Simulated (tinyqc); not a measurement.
The three schemes as the step is halved: finite-difference solution of the diffusion equation on a small grid. Computed by tinyqc, a small Python program. Command: `OMP_NUM_THREADS=1 python tinyqc.py 3013786 3013787 out.jsonl fdiff walk`. One thread of a shared host (Intel(R) Xeon(R) Processor @ 2.30GHz), about 0.01 s of CPU time with the checks.

dC/dt = D d2C/dx2 on nodes x_j = j dx, j = 0..8; the far end is sealed.

Inputs (values chosen for the exercise):
```
quantity         value    unit
diffusivity D     0.12  nm^2/s
grid spacing dx     25      nm
time step dt      8600       s
final time t_f   86000       s
```

Boundary at x = 0: sealed surface. Scheme: Crank-Nicolson.

start values C_j, j = 0, 1, ... (% of a reference): 3.6  27.1  79.6  100  68.2  18.6  1.1  0  0

Method:
- The operator M acts as (M C)_j = C_(j-1) - 2 C_j + C_(j+1); at the sealed far end a mirror node gives 2 C_(N-2) - 2 C_(N-1); at j = 0, a mirror node gives 2 C_1 - 2 C_0.
- r = D dt/dx^2.
- The mode of M with eigenvalue mu has its amplitude multiplied per step by g = (1 + (1 - theta) r mu)/(1 - theta r mu), with theta = 0 explicit, 1 implicit, 1/2 Crank-Nicolson; the explicit scheme is stable for r up to 2/|mu_min|.
- With r = D dt/dx^2: (1 - theta r M) C(new) = (1 + (1 - theta) r M) C(old); theta = 0 explicit, 1 implicit, 1/2 Crank-Nicolson.
- Each run reaches t_f in n equal steps; errors are the largest difference from exp(M D t_f/dx^2) C(0). A dash marks unstable explicit runs.

largest stable r of the explicit scheme = 0.5

Largest error at t_f (%):
```
steps n       r  explicit  implicit  Crank-Nicolson
4        4.1280         -    1.9547      1.8345e+00
8        2.0640         -    0.9457      5.9375e-02
16       1.0320         -    0.4650      1.2445e-02
32       0.5160         -    0.2310      3.1190e-03
64       0.2580   0.11471    0.1152      7.8024e-04
128      0.1290   0.05740    0.0575      1.9509e-04
256      0.0645   0.02872    0.0287      4.8775e-05
```

What follows from these numbers?

From the last two rows, halving the step divides the error by 2.00 (explicit), 2.00 (implicit), 4.00 (Crank-Nicolson): a factor 2 marks first order in dt and 4 second order. The explicit scheme needs n of at least 34 to be stable; the other two are stable at any step.

Extremes, crossings and ranges named in words are read from the listed rows.
